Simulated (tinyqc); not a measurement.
Floating body of a partially depleted SOI transistor: body voltage and kink: one step of the calculation.

Source at 0 V. Channel current Ic = 2 nf K Vt^2 [F(0) - F(Vd)](1 + la Vd), F(V) = ln^2(1 + exp((Vg - VT - nf V)/(2 nf Vt))), VT = VT0 - gb Vb. Saturation voltage Vs = 2 Vt sqrt(F(0)) + 3 Vt, excess Ve = (Vd - Vs + sqrt((Vd - Vs)^2 + 0.0004 V^2))/2, multiplication M1 = Ai Ve exp(-Bl/Ve). Each junction passes D(v) = J1 (exp(v/Vt) - 1) + J2 (exp(v/(2 Vt)) - 1). Bipolar current Ib = bb J1 (exp(Vb/Vt) - 1). The body settles where M1 (Ic + Ib) = D(Vb) + D(Vb - Vd) + Vb/Rb; drain current Id = (1 + M1)(Ic + Ib) - D(Vb - Vd).

Problem. New Vb. Current into the body I_in = M1 (Ic + Ib) - D(Vb - Vd), current out I_out = D(Vb) + Vb/Rb; f = ln(I_in/I_out), s = df/dVb by central differences over 1e-5 V, Vb(new) = Vb - f/s.

Inputs (values chosen for the exercise); values of the order met in partially depleted silicon-on-insulator transistors:

| symbol | value | unit | meaning |
|---|---|---|---|
| T | 300 | K | temperature |
| VT0 | 0.35 | V | threshold at zero body voltage |
| gb | 0.18 |  | fall of the threshold per volt of body voltage |
| nf | 1.35 |  | slope factor |
| K | 130 | uA/(V^2 um) | gain factor per width |
| la | 0.03 | 1/V | channel-length modulation factor |
| Ai | 1.6 | 1/V | impact-ionisation prefactor |
| Bl | 5.8 | V | impact-ionisation voltage |
| J1 | 3e-13 | uA/um | diffusion saturation current of each junction |
| J2 | 8.1e-9 | uA/um | recombination saturation current of each junction |
| bb | 0.5 |  | gain of the lateral bipolar transistor on the diffusion current |
| Rb | 3e5 | kohm um | resistance of a weak body tie to the source (1e9 stands for no tie, and the term is then dropped) |
| Vg | 0.64 | V | gate voltage |
| Vd | 2.2 | V | drain voltage |

Constants: q = 1.602176634e-19 C, kB = 1.380649e-23 J/K, Vt = kB T/q. Results are converted to the units shown.

Vb at the start = 0.67 V

Give: Ic; Ve; M1; I_in; I_out; f; s; Vb after iteration 1.

Solution.

Ic = 8.661 uA/um
Ve = 1.818 V
M1 = 0.1198
I_in = 1.041 uA/um
I_out = 0.05970 uA/um
f = 2.858
s = -35.49 1/V
Vb after iteration 1 = 0.7505 V

Range of the model: The multiplication law is an empirical form chosen for the exercise; self-heating and capacitive coupling to the body are left out, and the linear laws are rough once Vb passes about 0.7 V or M1 about 0.1.

Computed by the program tinyqc: `OMP_NUM_THREADS=1 python tinyqc.py 2182082 2182083 out.jsonl`, one thread of a shared Intel Xeon 2.30GHz, about 0.2 s for the whole run.
